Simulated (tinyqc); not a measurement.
## Input admittance of a MOSFET at zero drain bias: distributed channel and distributed gate: effect of the channel length

Source and drain grounded, strong inversion, w = 2 pi f, Cox = eps0 eox/tox. The channel is an RC line of resistance 1/(mu Cox Vo) per square fed from both ends, so one finger has the intrinsic admittance y = i w Cox L tanh(g)/g per width, g = (1/2) sqrt(i w tau), tau = L^2/(mu Vo). The vertical resistance rv/L is in series with y, the overlaps 2 i w Cov in parallel: y_t = 1/(1/y + rv/L) + 2 i w Cov. The gate strip is a line of Rsh/L per length loaded by y_t, so a finger has Y = y_t Wf tanh(k)/k, k = (Wf/sd) sqrt(y_t Rsh/L); the device has Nf Y.

Low-frequency limits, with c = Cox L and ct = c + 2 Cov: R_strip = Rsh Wf/(3 sd^2 L Nf), R_ch = (c/ct)^2 L/(12 mu Cox Vo Wf Nf), R_vert = (c/ct)^2 rv/(L Wf Nf), C = ct Wf Nf. Z = 1/(Nf Y) = R + 1/(i w C), Q = |Im Z|/R, far-point signal |1/cosh k|.

Values chosen for this exercise; values of the order met in silicon radio-frequency transistors:
- eox = 3.9 (relative permittivity of the gate insulator (close to silicon dioxide))
- tox = 1.9 nm (insulator thickness)
- Wf = 4 um (finger width)
- Nf = 8 (number of fingers)
- mu = 170 cm^2/(V s) (channel mobility)
- Vo = 0.3 V (gate overdrive)
- Rsh = 20 ohm/square (sheet resistance of the gate)
- rv = 6 ohm um^2 (vertical resistivity of the gate stack)
- sd = 2 (number of ends at which a finger is contacted)
- Cov = 0.2 fF/um (overlap and fringe capacitance on each side)
- f = 40 GHz (frequency)

Constants: eps0 = 8.8541878128e-14 F/cm where lengths are in cm. Results are converted to the units shown.

Result of one run:

| w tau | \|k\| | R (ohm) | low-frequency R (ohm) | C (fF) | Q | signal at the far point |
|---|---|---|---|---|---|---|
| 126.2 | 0.2617 | 15.84 | 44.38 | 235.3 | 1.068 | 0.9772 |

Which channel length L gave this result: 0.03, 0.42, 0.8, 1.6 or 3 um?

L = 1.6 um.

The whole series:

| L (um) | w tau | \|k\| | R (ohm) | low-frequency R (ohm) | C (fF) | Q | signal at the far point |
|---|---|---|---|---|---|---|---|
| 0.03 | 0.04435 | 0.7958 | 30.05 | 30.14 | 29.97 | 4.418 | 0.9630 |
| 0.058 | 0.1658 | 0.7097 | 16.89 | 16.92 | 46.26 | 5.094 | 0.9724 |
| 0.11 | 0.5963 | 0.6611 | 10.88 | 10.91 | 76.36 | 4.789 | 0.9712 |
| 0.22 | 2.385 | 0.6241 | 9.555 | 9.600 | 138.7 | 3.002 | 0.9517 |
| 0.42 | 8.693 | 0.5410 | 12.60 | 13.04 | 229.1 | 1.379 | 0.9238 |
| 0.8 | 31.54 | 0.3736 | 16.58 | 22.55 | 246.8 | 0.9724 | 0.9527 |
| 1.6 | 126.2 | 0.2617 | 15.84 | 44.38 | 235.3 | 1.068 | 0.9772 |
| 3 | 443.5 | 0.1913 | 15.56 | 83.40 | 235.5 | 1.086 | 0.9878 |

As L goes from 0.03 to 3, R moves up and down between 9.56 and 30.0 ohm, C moves up and down between 30.0 and 247 fF and Q moves up and down between 0.972 and 5.09.

tinyqc, about 0.01 s, one thread, Intel Xeon 2.30GHz (shared host): `OMP_NUM_THREADS=1 python tinyqc.py 2262229 2262230 out.jsonl`
